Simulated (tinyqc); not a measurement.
Input admittance of a MOSFET at zero drain bias: distributed channel and distributed gate: one step of the calculation.

Source and drain grounded, strong inversion, w = 2 pi f, Cox = eps0 eox/tox. The channel is an RC line of resistance 1/(mu Cox Vo) per square fed from both ends, so one finger has the intrinsic admittance y = i w Cox L tanh(g)/g per width, g = (1/2) sqrt(i w tau), tau = L^2/(mu Vo). The vertical resistance rv/L is in series with y, the overlaps 2 i w Cov in parallel: y_t = 1/(1/y + rv/L) + 2 i w Cov. The gate strip is a line of Rsh/L per length loaded by y_t, so a finger has Y = y_t Wf tanh(k)/k, k = (Wf/sd) sqrt(y_t Rsh/L); the device has Nf Y.

Task. Admittance of the channel and stack per width. tau, g, c = Cox L, y and y_t as defined.

Parameters, values chosen for the exercise; values of the order met in silicon radio-frequency transistors: relative permittivity of the gate insulator (close to silicon dioxide) eox = 3.9; insulator thickness tox = 8 nm; channel length L = 1.1 um; channel mobility mu = 200 cm^2/(V s); gate overdrive Vo = 0.22 V; vertical resistivity of the gate stack rv = 1.5 ohm um^2; overlap and fringe capacitance on each side Cov = 0.17 fF/um; frequency f = 0.79 GHz.

Constants: eps0 = 8.8541878128e-14 F/cm where lengths are in cm. Results are converted to the units shown.

Find: tau; g; c; y; y_t.

Result.

tau = 275.00 ps
g = 0.41307+0.41307i
c = 4.7481 fF/um
y = 2.631+23.209i uS/um
y_t = 2.632+24.896i uS/um

w tau = 1.37, and Im y is 0.985 of w c.

tinyqc, about 0.01 s, one thread, Intel Xeon 2.30GHz (shared host): `OMP_NUM_THREADS=1 python tinyqc.py 2262231 2262232 out.jsonl`
